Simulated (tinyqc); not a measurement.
Worked calculation: Hubbard ring of 4 sites. One step of it, computed by the program tinyqc.

Question. Mean-field iteration 1. H(up) = T + U n(down), H(down) = T + U n(up); fill the lowest levels; n(new) = n + mixing (n(out) - n); E = tr T (rho up + rho down) + U sum n_up n_down of the output.

one-body matrix (hopping and site energies) (eV), order 1, 2, 3, 4:
$$\begin{pmatrix}
0.000000 & -1.220000 & 0.000000 & -1.220000 \\
-1.220000 & 0.000000 & -1.220000 & 0.000000 \\
0.000000 & -1.220000 & 0.000000 & -1.220000 \\
-1.220000 & 0.000000 & -1.220000 & 0.000000
\end{pmatrix}$$

U = 6.600000 eV

electrons, up and down: [1, 1]

mixing = 0.500000

n(up) at the start (a guess, not normalised): 1 0.250000, 2 0.250000, 3 0.250000, 4 0.250000

n(down) at the start (a guess): 1 0.250000, 2 0.250000, 3 0.250000, 4 0.250000

Give: levels, up; levels, down; energy; n(up) after iteration 1; n(down) after iteration 1.

Answer.

levels, up (eV): [-0.7900, 1.6500, 1.6500, 4.0900]

levels, down (eV): [-0.7900, 1.6500, 1.6500, 4.0900]

energy = -3.2300 eV

n(up) after iteration 1: 1 0.2500, 2 0.2500, 3 0.2500, 4 0.2500

n(down) after iteration 1: 1 0.2500, 2 0.2500, 3 0.2500, 4 0.2500
